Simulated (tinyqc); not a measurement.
From results back to parameters: smearing for a one-band metal on the fcc lattice. Two cases, with inputs chosen for the exercise.

Problem. With Gaussian smearing, f = erfc(x)/2, s = exp(-x^2)/(2 sqrt(pi)), x = (E_k - mu)/sigma and free energy F = E - sigma S, small widths give F(sigma) = E0 - D sigma^2/4, where D is the density of states at the Fermi level (both spins, per cell). F at two widths was computed from hidden E0 and D.

Find: D; E0.

Method. D = 4 (F(s1) - F(s2))/(s2^2 - s1^2); E0 = F(s1) + D s1^2/4.

Case 1.

Values chosen: s1 = 0.106 eV; s2 = 0.212 eV.
F(s1) = -2.8057837 eV
F(s2) = -2.8141349 eV

Solution.

D = 0.991 1/eV
E0 = -2.8030 eV

Case 2.

Values chosen: s1 = 0.04 eV; s2 = 0.08 eV.
F(s1) = -0.9531148 eV
F(s2) = -0.9543592 eV

Solution.

D = 1.037 1/eV
E0 = -0.9527 eV

Computed by tinyqc, one run a case: `OMP_NUM_THREADS=1 python tinyqc.py N N+1 out.jsonl` with N = 1681282, 1681460; one thread of a shared Intel(R) Xeon(R) Processor @ 2.30GHz, about 0.3 s a run at most.
